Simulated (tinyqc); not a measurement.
Cluster expansion of a binary alloy: correlations, fit, cross-validation and ground states: one step, computed by the program tinyqc. Command: `OMP_NUM_THREADS=1 python tinyqc.py 3020926 3020927 out.jsonl clex walk`. One thread of a shared host (Intel(R) Xeon(R) Processor @ 2.30GHz), about 0.07 s of CPU time with the checks.

s = +1 for A and -1 for B. Energy per site E = J0 + J1 P(point) + sum over clusters of m V P, with P the mean product of spins; V > 0 on a pair favours unlike neighbours. Clusters per site m: pair 1 4, pair 2 3, pair 3 6, triplet 12; the triplet is two first-neighbour bonds closed by a second-neighbour bond. Formation energies are counted from the line between pure A and pure B, which removes J0 and J1.

Question. Design matrix. Design matrix of formation energies: m (P - 1) for pairs and m (P(triplet) - P(point)) for the triplet; x = (1 - P(point))/2.

Lattice: bcc.

correlations P, counted on periodic cells, rows A, A3B D0_3, A3B (001) layers, A2B C11_b, AB B2, AB B32, A2B2 B11, AB (110) layers, AB2 C11_b, AB3 D0_3, AB3 (001) layers, B, columns point, pair 1, pair 2, pair 3, triplet:
```
[[1.000000, 1.000000, 1.000000, 1.000000, 1.000000],
 [0.500000, 0.000000, 0.000000, 1.000000, -0.500000],
 [0.500000, 0.000000, 0.666667, 0.333333, 0.166667],
 [0.333333, -0.333333, 0.555556, 0.111111, -0.111111],
 [0.000000, -1.000000, 1.000000, 1.000000, 0.000000],
 [0.000000, 0.000000, -1.000000, 1.000000, 0.000000],
 [0.000000, 0.000000, 0.333333, -0.333333, 0.000000],
 [0.000000, 0.000000, -0.333333, -0.333333, 0.000000],
 [-0.333333, -0.333333, 0.555556, 0.111111, 0.111111],
 [-0.500000, 0.000000, 0.000000, 1.000000, 0.500000],
 [-0.500000, 0.000000, 0.666667, 0.333333, -0.166667],
 [-1.000000, 1.000000, 1.000000, 1.000000, -1.000000]]
```

Give: X.

Answer.

X, rows A, A3B D0_3, A3B (001) layers, A2B C11_b, AB B2, AB B32, A2B2 B11, AB (110) layers, AB2 C11_b, AB3 D0_3, AB3 (001) layers, B, columns pair 1, pair 2, pair 3, triplet:
```
[[0.00, 0.00, 0.00, 0.00],
 [-4.00, -3.00, 0.00, -12.00],
 [-4.00, -1.00, -4.00, -4.00],
 [-5.33, -1.33, -5.33, -5.33],
 [-8.00, 0.00, 0.00, 0.00],
 [-4.00, -6.00, 0.00, 0.00],
 [-4.00, -2.00, -8.00, 0.00],
 [-4.00, -4.00, -8.00, 0.00],
 [-5.33, -1.33, -5.33, 5.33],
 [-4.00, -3.00, 0.00, 12.00],
 [-4.00, -1.00, -4.00, 4.00],
 [0.00, 0.00, 0.00, 0.00]]
```
